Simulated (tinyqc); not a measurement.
Rectangular fin or nanosheet with a gate all round, subbands and threshold shift from confinement: two steps of the calculation.

Undoped body with a flat potential across it, hard walls, transport along x. Three valley pairs (g = 2 each) with the longitudinal mass along x, y or z. Non-parabolicity enters the subband edges through E (1 + al E) = gamma, so E = 2 gamma/(1 + sqrt(1 + 4 al gamma)); motion within a subband is taken as parabolic with the band-edge mass. Energies are counted from the bulk band edge.

Inputs (values chosen for the exercise); masses close to those of silicon: temperature T = 300 K; longitudinal mass ml = 0.898 m0; transverse mass mt = 0.191 m0; non-parabolicity al = 0.5 1/eV; width (along y) t = 7.3 nm; widening of the box by penetration into the insulator dl = 0 nm; height (along z) H = 29.2 nm.

Constants: q = 1.602176634e-19 C, kB = 1.380649e-23 J/K, hbar = 1.054571817e-34 J s, m0 = 9.1093837015e-31 kg, Vt = kB T/q, hbar^2/(2 m0) = 0.0380998212 eV nm^2. Results are converted to the units shown.

Task 1. Lowest subbands. gamma = C pi^2 [a^2/(my (t + dl)^2) + b^2/(mz (H + dl)^2)], C = hbar^2/(2 m0). List the 7 lowest, labelled by valley axis and quantum numbers, with degeneracy g and N_k: N_k = g sqrt(2 mx m0 kB T/(pi hbar^2)).

Find: E_k; g; N_k.

Result 1.

```
subband  E_k (eV)  g  N_k (cm^-1)
y1,1      0.01012  2      4.062e6
y1,2      0.01695  2      4.062e6
y1,3      0.02824  2      4.062e6
y2,1      0.03319  2      4.062e6
z1,1      0.03676  2      4.062e6
z1,2      0.03818  2      4.062e6
x1,1      0.03851  2      8.808e6
```

Task 2. Threshold shift. Each subband has N_k = g sqrt(2 mx m0 kB T/(pi hbar^2)); without degeneracy n = exp(EF/Vt) sum N_k exp(-E_k/Vt). Classical value Nc times t H, Nc = sum over valleys of 2 g (m m0 kB T/(2 pi hbar^2))^1.5 with m = (mx my mz)^(1/3). Threshold shift dVT = Vt ln(classical value/sum N_k exp(-E_k/Vt)). Use the subbands listed.

```
subband     E_k (eV)  N_k (cm^-1)
y1,1     0.010115629  4.0621630e6
y1,2     0.016950133  4.0621630e6
y1,3     0.028240029  4.0621630e6
y2,1     0.033189405  4.0621630e6
z1,1     0.036759456  4.0621630e6
z1,2     0.038179581  4.0621630e6
x1,1     0.038511407  8.8080309e6
```

Give: shares; sum N_k exp(-E_k/Vt); Nc; classical value; dVT.

Result 2.

shares, subband y1,1 to x1,1 (%): 24.445  18.766  12.126  10.013  8.722  8.255  17.672
sum N_k exp(-E_k/Vt) = 1.1236e7 cm^-1
Nc = 2.7252e19 cm^-3
classical value = 5.8090e7 cm^-1
dVT = 42.470 mV

Program tinyqc, `OMP_NUM_THREADS=1 python tinyqc.py 2350130 2350131 out.jsonl`; Intel Xeon 2.30GHz, shared host, one thread, about 0.3 s.
